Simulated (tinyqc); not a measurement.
Estimate of lattice thermal conductivity from elastic moduli (Slack, Klemens and Cahill formulas). Changing the shear modulus G. Computed by tinyqc, a small Python program. Command: `OMP_NUM_THREADS=1 python tinyqc.py 3016999 3017000 out.jsonl slack sweep`. One thread of a shared host (Intel(R) Xeon(R) Processor @ 2.30GHz), about 0.01 s of CPU time with the checks.

An isotropic solid.

Inputs (values chosen for the exercise, for a model crystal):

| quantity | value | unit |
|---|---|---|
| bulk modulus B | 124 | GPa |
| volume per atom V | 13.9 | angstrom^3 |
| mean atomic mass M | 164 | u |
| atoms per primitive cell n | 4 | - |
| volume expansion coefficient alpha_V | 21.4 | ppm/K |
| temperature T | 500 | K |
| disorder parameter Gamma | 0.2 | - |
| grain size d | 74 | nm |

Grueneisen parameter: from thermal expansion.

Constants: u = 1.6605390666e-27 kg; hbar = 1.054571817e-34 J s; k_B = 1.380649e-23 J/K; h = 6.62607015e-34 J s.

Method:
- rho = M/V; vL = sqrt((B + 4G/3)/rho), vT = sqrt(G/rho); v_m = [(vL^-3 + 2 vT^-3)/3]^(-1/3); Poisson ratio sigma = (3B - 2G)/(6B + 2G); Theta = hbar v_m (6 pi^2/V)^(1/3)/k_B.
- gamma = alpha_V B V/(3 k_B), with the classical heat capacity 3 k_B per atom.
- Slack, an estimate for T near or above Theta_a: kappa = A M Theta_a^3 delta n^(1/3)/(gamma^2 T) in W/(m K), with M in u, delta = V^(1/3) in angstrom, Theta_a = Theta n^(-1/3) and A = 2.43e-6/(1 - 0.514/gamma + 0.228/gamma^2).
- High-temperature forms with the classical heat capacity. Klemens: kappa/kappa_0 = arctan(u)/u, u^2 = pi^2 Theta V Gamma kappa_0/(h v_m^2). Grains: 1/kappa_poly = 1/kappa + 1/(C v_m d/3), C = 3 k_B/(n V), the acoustic branches alone.
- Cahill minimum: kappa_min = (pi/6)^(1/3) k_B V^(-2/3) sum over L, T, T of v (T/Theta_i)^2 int_0^(Theta_i/T) x^3 e^x/(e^x - 1)^2 dx, Theta_i = Theta v_i/v_m (64 Gauss-Legendre points).
- Its high-temperature limit is (1/2) (pi/6)^(1/3) k_B V^(-2/3) (vL + 2 vT).

One run for each value:

| shear modulus G (GPa) | Poisson ratio sigma | Debye temperature Theta (K) | kappa of the perfect crystal (W/(m K)) | Grueneisen parameter gamma | kappa_min (W/(m K)) |
|---|---|---|---|---|---|
| 18.6 | 0.42857 | 137.11 | 3.480 | 0.89052 | 0.44727 |
| 37.2 | 0.36364 | 192.19 | 9.584 | 0.89052 | 0.54408 |
| 55.8 | 0.30435 | 233.54 | 17.198 | 0.89052 | 0.62101 |
| 74.4 | 0.25000 | 267.89 | 25.955 | 0.89052 | 0.68710 |
| 93.0 | 0.20000 | 297.83 | 35.668 | 0.89052 | 0.74597 |
| 112.0 | 0.15289 | 325.26 | 46.459 | 0.89052 | 0.80061 |
| 130.0 | 0.11155 | 349.05 | 57.417 | 0.89052 | 0.84838 |
| 149.0 | 0.07102 | 372.36 | 69.701 | 0.89052 | 0.89536 |

Over the rows, Poisson ratio sigma falls from 0.429 to 0.0710 (exponent d ln y / d ln x -0.24 between the first rows and -3.3 between the last); Debye temperature Theta (K) rises from 137 to 372 (exponent d ln y / d ln x about 0.48 throughout); kappa of the perfect crystal (W/(m K)) rises from 3.48 to 69.7 (exponent d ln y / d ln x about 1.4 throughout). The two transverse branches rule v_m, so Theta follows sqrt(G) closely and the Slack value about G^(3/2).

Extremes, crossings and ranges named in words are read from the listed rows.
